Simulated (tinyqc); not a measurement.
Inside a calculation: graded (staircase) quantum well by finite differences. Values are carried at full precision from step to step, so a last printed digit may differ when a step is redone from the rounded ones.

Finite differences on points z_i at the centres of cells of width h: H_ii = (c/h^2)(1/m_(i-1/2) + 1/m_(i+1/2)) + V_i, H_(i,i+1) = -(c/h^2)/m_(i+1/2), where m_(i+1/2) is the mean of the masses at the two points (the end values are repeated outwards), psi = 0 on the points beyond both ends, c = hbar^2/2m0. The field adds e F (z - z0) with z0 the middle of the structure; 1 kV/cm = 1e-5 eV/angstrom.

Constants: hbar^2/2m0 = 3.80998211 eV angstrom^2.

Inputs chosen for the exercise (near those of an InGaAs well in InP; shifted at random, so the results belong to these values and not to a real crystal):
```
symbol  value                                                                                                                                              unit      meaning
layers  ((100, 0.235, 0.0803), (25, 0.104, 0.0584), (25, 0.026, 0.0452), (25, 0, 0.0408), (25, 0.026, 0.0452), (25, 0.104, 0.0584), (100, 0.235, 0.0803))            each layer: thickness in angstrom, band edge in eV, mass in m0
F       0                                                                                                                                                  kV/cm     field along z
h       25                                                                                                                                                 angstrom  cell width of the coarse grid
hf      1.5625                                                                                                                                             angstrom  cell width of the fine grid
```

## The coarse grid

List the points, the potential with the field, and the masses.

Grid:
```
i   z (angstrom)  V (eV)  m (m0)
1           12.5  0.2350  0.0803
2           37.5  0.2350  0.0803
3           62.5  0.2350  0.0803
4           87.5  0.2350  0.0803
5          112.5  0.1040  0.0584
6          137.5  0.0260  0.0452
7          162.5  0.0000  0.0408
8          187.5  0.0260  0.0452
9          212.5  0.1040  0.0584
10         237.5  0.2350  0.0803
11         262.5  0.2350  0.0803
12         287.5  0.2350  0.0803
13         312.5  0.2350  0.0803
```

## The tridiagonal Hamiltonian

Form the diagonal and the neighbouring elements; V in the grid already includes the field.

diagonal H_ii (eV): [0.3868, 0.3868, 0.3868, 0.3988, 0.3096, 0.2854, 0.2835, 0.2854, 0.3096, 0.3988, 0.3868, 0.3868, 0.3868]

H_(i,i+1) (eV): [-0.0759, -0.0759, -0.0759, -0.0879, -0.1177, -0.1418, -0.1418, -0.1177, -0.0879, -0.0759, -0.0759, -0.0759]

## Lowest levels on the coarse grid

Diagonalise the symmetric tridiagonal matrix; give the three lowest levels and the weights u_i^2 (sum 1) of the two lowest.

levels (eV): [0.0523, 0.1611, 0.2418]

weights on the points, rows level 1, level 2:
```
[[0.000, 0.000, 0.000, 0.004, 0.063, 0.247, 0.371, 0.247, 0.063, 0.004, 0.000, 0.000, 0.000],
 [0.000, 0.001, 0.006, 0.042, 0.238, 0.213, 0.000, 0.213, 0.238, 0.042, 0.006, 0.001, 0.000]]
```

## Halving the cell width

The same with h, h/2, ..., h/32. The end points move with h, since psi vanishes half a cell beyond the structure. Richardson value (4 E(h/32) - E(h/16))/3.

Convergence:
```
cell (angstrom)  points  E1 (eV)  E2 (eV)  E1 - finest (meV)
25.0000              13  0.05233  0.16112             -3.794
12.5000              26  0.05509  0.16804             -1.036
6.2500               52  0.05587  0.16983             -0.263
3.1250              104  0.05607  0.17028             -0.063
1.5625              208  0.05612  0.17039             -0.013
0.7812              416  0.05613  0.17042              0.000
```

Richardson values of E1, E2 (eV): [0.05613, 0.17043]

The coarse grid is 3.8 meV too low in E1. The last differences between rows shrink by a factor 4.0 (4 for a pure h^2 error, 2 for one linear in h).

## Positions and dipoles on the fine grid

With h sum psi^2 = 1: <z - z0> of three levels, |z_12| and |z_13|, the mass m1 from 1/m1 = <1|1/m|1>, and f_1j = (m1/c)(E_j - E_1) z_1j^2.

levels (eV): [0.0561, 0.1704, 0.2508]

<z - z0> (angstrom): [0.0, 0.0, 0.0]

|z_12|, |z_13| (angstrom): [26.78, 0.00]

m1 = 0.0454 m0

f_12, f_13: [0.976, 0.000]

The structure is symmetric and there is no field, so z_13 vanishes by parity. E2 - E1 = 114.3 meV, a wavelength of 10.8 micrometre (hc = 1239.841984 eV nm). Level 3 lies above the lowest point of the outer barriers, so it is a resonance or a state of the finite grid, and values that rest on it depend on the ends of the grid.

## Checks

- E1 at zero field on the grid h/32 against transfer matrices between the same hard ends, eV: both 0.0561.

tinyqc: `OMP_NUM_THREADS=1 python tinyqc.py 1280280 1280281 out.jsonl`; about 0.02 s, one thread, shared Intel(R) Xeon(R) Processor @ 2.30GHz.
